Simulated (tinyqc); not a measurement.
Read current of a NAND string, cells in series solved by shooting: one step of the calculation.

Cells in series, numbered from 0 at the source line (0 V) to the bit line, each followed by a gap resistance Rg. A cell with gate Vg, threshold VT, source Vs and drain Vd passes I = 2 nf K Vt^2 [F(Vs) - F(Vd)]/(1 + th max(Vg - VT, 0)), F(V) = ln^2(1 + exp((Vg - VT - nf V)/(2 nf Vt))). The selected cell has Vg = Vr, the others Vg = Vp.

Problem. Node voltages for a trial current. For a trial current I start at 0 V and, cell by cell (the selected one is cell 3), solve for the drain: sqrt(F(Vd)) = sqrt(F(Vs) - I/k), k = 2 nf K Vt^2/(1 + th max(Vg - VT, 0)), Vd = [Vg - VT - 2 nf Vt ln(exp(sqrt F) - 1)]/nf, then add I Rg.

Values chosen for this exercise; values of the order met in vertical NAND strings:
```
symbol  value    unit                                 meaning
T         358       K                             temperature
K          15  uA/V^2                   gain factor of a cell
nf        1.6                                    slope factor
th       0.12     1/V               mobility reduction factor
Rg         24    kohm     resistance of the gap between cells
Vbl       0.3       V                        bit-line voltage
Vp          6       V                            pass voltage
Vr       3.19       V  read voltage on the selected word line
```

Constants: q = 1.602176634e-19 C, kB = 1.380649e-23 J/K, Vt = kB T/q. Results are converted to the units shown.

second trial current = 0.98 uA
thresholds from the source end, cell 0 to 3 (V): -1.5  3.9  -1.5  2.1

Give: node voltage after each cell and gap, trial 2.

Solution.

node voltage after each cell and gap, trial 2, cell 0 to 3 (V): 0.04010  0.1045  0.1449  0.2629

Computed by the program tinyqc: `OMP_NUM_THREADS=1 python tinyqc.py 2142003 2142004 out.jsonl`, one thread of a shared Intel Xeon 2.30GHz, about 0.4 s for the whole run.
